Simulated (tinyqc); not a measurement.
Off-state leakage of single and stacked transistors: one step of the calculation.

n-channel devices of unit width. Subthreshold current I(Vg, Vs, Vd) = I0 (T/300 K)^0.5 exp[(Vg - Vs - VT(T) - gb (Vs - Vb) + dd (Vd - Vs))/(nf Vt)] (1 - exp(-(Vd - Vs)/Vt)), VT(T) = VT - cT (T - 300 K). Gate-edge tunnelling Ig (Vd/1 V) exp(ag (Vd - 1 V)), for a gate at 0 V, and band-to-band leakage Ab u exp(-Bb/u), u = Vd - Vb + 1 V, flow at a drain held at V; both are taken as independent of T. In a stack of off transistors (all gates at 0 V) the same subthreshold current passes through each.

Problem. Leakage of one transistor. Vg = Vs = 0, Vd = V; effective threshold VT(T) - gb Vb - dd V.

Inputs (values chosen for the exercise); values of the order met in bulk silicon logic transistors:
```
symbol,value,unit,meaning
T,378,K,temperature
V,0.8,V,supply voltage
VT,0.49,V,"threshold at 300 K, zero drain and body bias"
cT,0.7,mV/K,fall of the threshold with temperature
I0,0.61,uA/um,current at threshold at 300 K
nf,1.47,,slope factor
dd,0.13,,drain-induced lowering per volt
gb,0.2,,rise of the threshold per volt of source-body bias
Ig,0.0001,uA/um,gate-edge tunnelling current at 1 V
ag,3.3,1/V,exponential slope of the gate current
Ab,1,uA/(um V),prefactor of band-to-band leakage at the drain
Bb,26,V,its exponential voltage
Vb,0,V,body voltage
```

Constants: q = 1.602176634e-19 C, kB = 1.380649e-23 J/K, Vt = kB T/q. Results are converted to the units shown.

Find: effective threshold; parts; total; shares.

Solution.

effective threshold = 0.3314 V
parts (nA/um): subthreshold 0.6757, gate edge 0.04135, band-to-band 9.597e-4
total = 0.7180 nA/um
shares (%): subthreshold 94.11, gate edge 5.759, band-to-band 0.1337

The subthreshold part is the largest.

Numbers from tinyqc (`OMP_NUM_THREADS=1 python tinyqc.py 2242260 2242261 out.jsonl`; about 0.03 s on one thread of a shared Intel Xeon 2.30GHz).
